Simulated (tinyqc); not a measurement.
Ways to reach the isolated limit: finite-size error of a charged defect in a periodic cell: Madelung and Makov-Payne terms. Computed by tinyqc, a small Python program. Command: `OMP_NUM_THREADS=1 python tinyqc.py 3030227 3030228 out.jsonl imagecharge walk`. One thread of a shared host (Intel(R) Xeon(R) Processor @ 2.30GHz), about 0.06 s of CPU time with the checks.

L is the cube root of the cell volume. The defect charge is a Gaussian, rho(r) = q (2 pi sigma^2)^(-3/2) exp(-r^2/2 sigma^2), repeated periodically in a uniform neutralising background and screened by a continuum. The model cell energy is E(L) = E_0 + [periodic - isolated electrostatic energy].

Inputs (values chosen for the exercise, with screening close to that of GaSb): charge q = -3 e; cell length L = 17.3 angstrom; dielectric constant eps = 16; width sigma of the defect charge = 1.3 angstrom; formation energy of the isolated defect E_0 = 4.851 eV.

Supercell lattice: fcc. Screening: isotropic.

scatter added to the six cells, standing for numerical noise (meV): [0.53, -0.075, -0.61, -0.42, -1.3, -0.18]

Constants: e^2/(4 pi eps_0) = 14.39964548 eV angstrom.

Method:
- Cell vectors: (0,1,1), (1,0,1), (1,1,0), scaled to volume L^3.
- Ewald sum for a unit point charge: scale each Cartesian component of the cell by 1/sqrt(eps_i), giving R', G' and V'; E = [ (1/2) sum erfc(eta R')/R' + (2 pi/V') sum exp(-G'^2/4 eta^2)/G'^2 - eta/sqrt(pi) - pi/(2 V' eta^2) ] e^2/(4 pi eps_0) / sqrt(eps_x eps_y eps_z), over n_i = -6..6, omitting n = (0,0,0), eta = 2/V'^(1/3). alpha = -2 E eps_g L/(e^2/(4 pi eps_0)), eps_g = (eps_x eps_y eps_z)^(1/3).
- Periodic energy of the Gaussian: (2 pi q^2/V) sum_(G != 0) exp(-sigma^2 G^2)/(G.eps.G) x e^2/(4 pi eps_0), n_i = -k..k with k = max(9, L/sigma rounded up). Isolated energy: q^2/(2 sqrt(pi) sigma) <1/(n.eps.n)> e^2/(4 pi eps_0), the mean over directions n, here 1/eps.
- Cells of the same shape with L scaled by 0.7, 0.85, 1, 1.25, 1.5 and 2; the scatter is added to E(L).
- The point-charge correction scales as 1/L from its value at the input L.
- Least-squares fits of E(L) to a + b/L, a + c/L^3 or a + b/L + c/L^3; the estimate is a, and errors are against E_0.

Scaling data:
```
L (angstrom)  1/L (1/angstrom)  E(L) (eV)  E(L) + point-charge correction (eV)
12.110               0.0825764    3.93404                              4.89996
14.705               0.0680041    4.08251                              4.87797
17.300               0.0578035    4.19086                              4.86700
21.625               0.0462428    4.31817                              4.85908
25.950               0.0385356    4.40386                              4.85462
34.600               0.0289017    4.51483                              4.85290
```

point-charge correction -q^2 E = 0.676142 eV

nearest image = 19.4186 angstrom

Estimates of E_0:
```
way                              estimate (eV)  error (meV)
largest cell, uncorrected               4.5148      -336.17
largest cell, point-charge term         4.8529         1.90
1/L fit, three smallest                 4.7884       -62.62
1/L fit, all six                        4.8218       -29.22
1/L^3 fit, all six                      4.4516      -399.40
1/L and 1/L^3, three smallest           4.8463        -4.69
1/L and 1/L^3, all six                  4.8514         0.39
corrected data, 1/L^3 fit               4.8502        -0.81
```

coefficient b of the full fit = -11.733 eV angstrom

What does the comparison show, and why?

Best here: 1/L and 1/L^3, all six (+0.4 meV); worst: 1/L^3 fit, all six (-399 meV). The fitted b is 100.3 % of the Madelung value -q^2 alpha e^2/(8 pi eps_0 eps_g), so such a fit also measures the screening. The three-term fit to three small cells has no spare point and magnifies the scatter. A pure 1/L fit lands below E_0, because the positive 1/L^3 term flattens the small-cell points.

Extremes, crossings and ranges named in words are read from the listed rows.
